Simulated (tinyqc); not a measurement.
Thermal and gravitational stress in a wafer during furnace and rapid thermal processing, and the onset of slip: one step, computed by the program tinyqc.

A thin free disc in plane stress, isotropic; T(r) = T_centre + dT (r/R)^n with n = 2. Stress is positive in tension; sigma_SB = 5.670374419e-8 W/(m^2 K^4), g = 9.80665 m/s^2.

Problem. Thermal stress. With x = r/R: s_rr = alpha E dT (1 - x^n)/(n + 2), s_tt = alpha E dT [1 - (n + 1) x^n]/(n + 2).

Inputs (values chosen for the exercise, modelled on silicon): Young's modulus E = 158 GPa; expansion alpha = 4.15 1e-6/K; edge less centre temperature dT = -22 K.

Temperature profile: parabolic.

Give: Temperature and stresses at r/R = 0, 0.3, 0.5, 0.7, 0.8, 0.9, 0.95, 1; hoop stress at the edge; r/R where s_tt = 0.

Solution.

Temperature and stresses at r/R = 0, 0.3, 0.5, 0.7, 0.8, 0.9, 0.95, 1:
```
r/R   T - T_centre (K)  s_rr (MPa)  s_tt (MPa)
0.00             0.000       -3.61       -3.61
0.30            -1.980       -3.28       -2.63
0.50            -5.500       -2.70       -0.90
0.70           -10.780       -1.84        1.69
0.80           -14.080       -1.30        3.32
0.90           -17.820       -0.69        5.16
0.95           -19.855       -0.35        6.16
1.00           -22.000        0.00        7.21
```

hoop stress at the edge = 7.2127 MPa

r/R where s_tt = 0 = 0.577

The cold edge is stretched; the edge stress is n times that at the centre in size.
